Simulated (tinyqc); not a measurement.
What a faster ramp buys: rapid thermal processing of a wafer: radiative balance, ramp and cooling, pattern effects, pyrometer error and spike budget. Computed by tinyqc, a small Python program. Command: `OMP_NUM_THREADS=1 python tinyqc.py 3113424 3113425 out.jsonl rtp walk`. One thread of a shared host (Intel(R) Xeon(R) Processor @ 2.30GHz), about 0.04 s of CPU time with the checks.

The wafer is opaque and uniform through its thickness unless said otherwise; temperatures in formulas are in kelvin (C + 273.15). sigma = 5.670374419e-12 W/(cm^2 K^4).

Inputs (values chosen for the exercise, modelled on a hot silicon wafer):

| quantity | value | unit |
|---|---|---|
| wafer thickness d | 775 | micrometre |
| heat capacity per volume C | 2.15 | J/(cm^3 K) |
| thermal conductivity k | 0.23 | W/(cm K) |
| emissivity eps of each face | 0.61 | - |
| reflectivity of the chamber walls r | 0.48 | - |
| gas heat-transfer coefficient h, both faces together | 1.7 | mW/(cm^2 K) |
| wall temperature T_w | 350 | K |
| process temperature | 642 | C |
| starting temperature | 400 | C |
| ramp rate | 85 | K/s |
| activation energy of the process E_a | 3.66 | eV |

Constants: k_B = 8.617333262e-05 eV/K.

Method:
- Effective emissivity between parallel grey plates: eps_eff = 1/(1/eps + 1/(1 - r) - 1). Loss per area q(T) = 2 eps_eff sigma (T^4 - T_w^4) + h (T - T_w).
- Absorbed power during a ramp = q(T) + C d x ramp rate; thermal time constant tau = C d/(dq/dT), dq/dT = 8 eps_eff sigma T^3 + h; natural cooling rate q/(C d); front-to-back difference under one-sided heating at the end of the ramp = (absorbed power) d/(2 k).
- Cooling with the lamps off: C d dT/dt = -q(T), integrated adaptively (relative tolerance 1e-10).
- Spike anneal: linear ramp to the peak, then lamps off. Equivalent time at the peak = int exp(-(E_a/k_B)(1/T - 1/T_peak)) dt; estimate (k_B T^2/E_a)(1/ramp rate + 1/cooling rate). The ramp part uses 4000 trapezoid steps, the cooling part 4000 steps over 4 tau.

time constant tau = 10.9131 s

holding power q = 3.99862 W/cm^2

natural cooling rate = 23.9977 K/s

Against the ramp rate:

| ramp (K/s) | ramp part (s) | cooling part (s) | total (s) | power at the peak (W/cm^2) |
|---|---|---|---|---|
| 10 | 1.8920 | 0.84821 | 2.7402 | 5.66 |
| 25 | 0.7568 | 0.84821 | 1.6050 | 8.16 |
| 50 | 0.3784 | 0.84821 | 1.2266 | 12.33 |
| 100 | 0.1892 | 0.84821 | 1.0374 | 20.66 |
| 250 | 0.0757 | 0.84821 | 0.9239 | 45.65 |
| 500 | 0.0378 | 0.84821 | 0.8861 | 87.31 |
| 1000 | 0.0189 | 0.84821 | 0.8671 | 170.62 |

What follows from these numbers?

From 10 to 100 K/s the total falls by a factor 2.6, from 100 to 1000 K/s by 1.20: the cooling part, 0.848 s, is a floor, and the natural cooling rate here is 24.0 K/s.

Extremes, crossings and ranges named in words are read from the listed rows.
